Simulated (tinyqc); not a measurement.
Finite-size error of a charged defect in a periodic cell: Madelung and Makov-Payne terms. Changing the cell length L. Computed by tinyqc, a small Python program. Command: `OMP_NUM_THREADS=1 python tinyqc.py 3012201 3012202 out.jsonl imagecharge sweep`. One thread of a shared host (Intel(R) Xeon(R) Processor @ 2.30GHz), about 0.1 s of CPU time with the checks.

L is the cube root of the cell volume. The defect charge is a Gaussian, rho(r) = q (2 pi sigma^2)^(-3/2) exp(-r^2/2 sigma^2), repeated periodically in a uniform neutralising background and screened by a continuum. The model cell energy is E(L) = E_0 + [periodic - isolated electrostatic energy].

Inputs (values chosen for the exercise, for a model host):
```
quantity,value,unit
charge q,-1,e
dielectric constant eps,9.45,-
width sigma of the defect charge,1.4,angstrom
formation energy of the isolated defect E_0,2.446,eV
```

Supercell lattice: sc. Screening: isotropic.

Constants: e^2/(4 pi eps_0) = 14.39964548 eV angstrom.

Method:
- Cell vectors: (1,0,0), (0,1,0), (0,0,1), scaled to volume L^3.
- Ewald sum for a unit point charge: scale each Cartesian component of the cell by 1/sqrt(eps_i), giving R', G' and V'; E = [ (1/2) sum erfc(eta R')/R' + (2 pi/V') sum exp(-G'^2/4 eta^2)/G'^2 - eta/sqrt(pi) - pi/(2 V' eta^2) ] e^2/(4 pi eps_0) / sqrt(eps_x eps_y eps_z), over n_i = -6..6, omitting n = (0,0,0), eta = 2/V'^(1/3). alpha = -2 E eps_g L/(e^2/(4 pi eps_0)), eps_g = (eps_x eps_y eps_z)^(1/3).
- Periodic energy of the Gaussian: (2 pi q^2/V) sum_(G != 0) exp(-sigma^2 G^2)/(G.eps.G) x e^2/(4 pi eps_0), n_i = -k..k with k = max(9, L/sigma rounded up). Isolated energy: q^2/(2 sqrt(pi) sigma) <1/(n.eps.n)> e^2/(4 pi eps_0), the mean over directions n, here 1/eps.

One run for each value:
```
cell length L (angstrom),finite-size error (eV),point-charge correction -q^2 E (eV),E(L) (eV)
6.5,-0.2650,0.3326,2.181
8.1,-0.2316,0.2669,2.214
10.0,-0.1974,0.2162,2.249
13.0,-0.1577,0.1663,2.288
16.0,-0.1305,0.1351,2.315
19.0,-0.1110,0.1138,2.335
24.0,-0.0887,0.0901,2.357
30.0,-0.0714,0.0721,2.375
```

Over the rows, finite-size error (eV) rises from -0.265 to -0.0714 (exponent d ln y / d ln x -0.61 between the first rows and -0.98 between the last); point-charge correction -q^2 E (eV) falls from 0.333 to 0.0721 (exponent d ln y / d ln x about -1.0 throughout); E(L) (eV) rises from 2.18 to 2.37 (exponent d ln y / d ln x 0.069 between the first rows and 0.033 between the last). At the high end the exponent of finite-size error is -0.98, close to -1: the Madelung term rules in large cells. The exponent of point-charge correction -q^2 E stays at -1: the Madelung term goes as 1/L.

Caution (rows 6.50): the nearest image is closer than five widths, so the tails of the charge clouds overlap and the expansion in 1/L is no longer exact.
